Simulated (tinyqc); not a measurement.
Optical transitions of a finite quantum well: sweeps and comparisons. A value that a table varies takes the place of the one given here.

Each carrier sees a square well of width L with its own depth V and masses m (inside), mb (outside); c = hbar^2/2m0, k = sqrt(m E/c), kappa = sqrt(mb (V - E)/c), and level n solves k L + 2 atan[(k/m)/(kappa/mb)] = n pi. The envelope is cos(kz) for odd n and sin(kz) for even n inside, joins exp(-kappa (|z| - L/2)) outside, and is normalised to 1. Excitons and band mixing are left out.

Constants: hbar^2/2m0 = 3.80998211 eV angstrom^2; e^2/(4 pi eps0) = 14.39964547 eV angstrom; hc = 1239.841984 eV nm.

Parameters, chosen for this exercise (near those of an InGaAs well in InP; not measured data):
```
symbol  value                                   unit         meaning
L       127                                     angstrom     well width
Vc      0.257                                   eV           conduction offset
me      0.0417                                  m0           electron, well
meb     0.0783                                  m0           electron, barrier
eps     11.3                                                 background dielectric constant
Nss     (0.11, 0.28, 0.55, 1.1, 1.7, 2.2, 3.3)  x 1e12/cm^2  sheet densities
Eg      0.81                                    eV           gap of the well
Vv      0.377                                   eV           valence offset
mh      0.381                                   m0           heavy hole along z, well
mhb     0.553                                   m0           heavy hole, barrier
ml      0.0499                                  m0           light hole along z, well
mlb     0.1201                                  m0           light hole, barrier
Ls      (36, 47, 63, 80, 101, 134, 211)         angstrom     widths
```

## Depolarisation shift

The collective line lies at E12 sqrt(1 + a), a = 8 pi q (n1 - n2) S/(eps E12), q = e^2/(4 pi eps0), S = integral over z of (integral up to z of psi_1 psi_2)^2. Zero temperature with the mass me in both subbands: n1 - n2 = Ns until Ns reaches D E12, D = me/(2 pi c), and D E12 beyond. 1e12/cm^2 = 1e-4/angstrom^2; exchange and the static band bending by the charge are left out.

Line position:
```
Ns (1e12/cm^2)  n1 - n2       a  line (meV)  shift (meV)
0.11              0.110  0.0403       88.23         1.73
0.28              0.280  0.1026       90.83         4.33
0.55              0.550  0.2015       94.82         8.32
1.1               1.100  0.4031      102.46        15.96
1.7               1.507  0.5521      107.77        21.27
2.2               1.507  0.5521      107.77        21.27
3.3               1.507  0.5521      107.77        21.27
```

S = 9.897 angstrom
E12 = 86.50 meV

The upward shift grows from 1.73 to 21.27 meV, 24.6 % of E12 at most. It stops moving once e2 starts to fill, at Ns = 1.51 e12/cm^2. For small a the shift is a E12/2, linear in Ns; in the last row that rule gives 23.88 meV. S/L = 0.0779, against 5/(9 pi^2) = 0.0563 for hard walls.

## Width of the well

Edge wavelength hc/(Eg + e1 + hh1), squared e1-hh1 overlap, lh1 - hh1, and the 1-2 intersubband energy with f_12 = (m1/c) E12 z_12^2, 1/m1 = <1|1/m|1> (dash: e2 unbound).

Results:
```
L (angstrom)  edge (nm)  overlap^2  lh1 - hh1 (meV)  E12 (meV)   f_12
36               1273.5     0.8064             85.1          -      -
47               1328.3     0.8528             68.2          -      -
63               1381.5     0.8931             50.8      183.2  0.566
80               1417.9     0.9189             38.6      155.5  0.954
101              1447.1     0.9391             28.7      118.4  0.976
134              1474.4     0.9580             19.4       80.0  0.970
211              1502.7     0.9782              9.6       39.6  0.963
```

The edge tunes from 1273 to 1503 nm, towards hc/Eg = 1531 nm, while the overlap goes from 0.806 to 0.978. e2 binds at L = pi sqrt(c/(me Vc)) = 59.2 angstrom; f_12 starts from zero there and is 0.566 at 63 angstrom, the rest going to the continuum; among the widths listed it peaks at 0.976 (101 angstrom) and is 0.963 in the widest well, against 0.961 for hard walls.

## What each parameter does

Edge wavelength hc/(Eg + e1 + hh1), squared overlap of e1 and hh1, and the confinement energies. Each row changes one parameter from the base and keeps the others.

Results:
```
case              edge (nm)  overlap^2  e1 (meV)  hh1 (meV)
base                 1469.8     0.9548      28.4        5.1
L = 140 angstrom     1477.9     0.9605      24.7        4.2
Eg = 0.826 eV        1442.5     0.9548      28.4        5.1
Vc = 0.218 eV        1472.1     0.9464      27.1        5.1
Vv = 0.452 eV        1469.7     0.9517      28.4        5.2
me = 0.0459 m0       1472.1     0.9607      27.2        5.1
mh = 0.324 m0        1468.6     0.9595      28.4        5.8
meb = 0.094 m0       1472.1     0.9520      27.1        5.1
```

The largest shifts from the base row, up to three for each result and ties (the steps differ in size, so this ranks the rows, not the parameters). edge (nm): Eg -27.4, L +8.0, Vc +2.3, meb +2.3. overlap^2: Vc -0.0084, me +0.0059, L +0.0056; unchanged at the printed digits by Eg. e1 (meV): L -3.8, Vc -1.3, meb -1.3, me -1.3; unchanged at the printed digits by Eg, Vv and mh. hh1 (meV): L -0.8, mh +0.7, Vv +0.1; unchanged at the printed digits by Eg, Vc, me and meb.

Run: tinyqc, `OMP_NUM_THREADS=1 python tinyqc.py 1282128 1282129 out.jsonl`; Intel(R) Xeon(R) Processor @ 2.30GHz, one thread, shared host; about 0.06 s of CPU time with all checks.
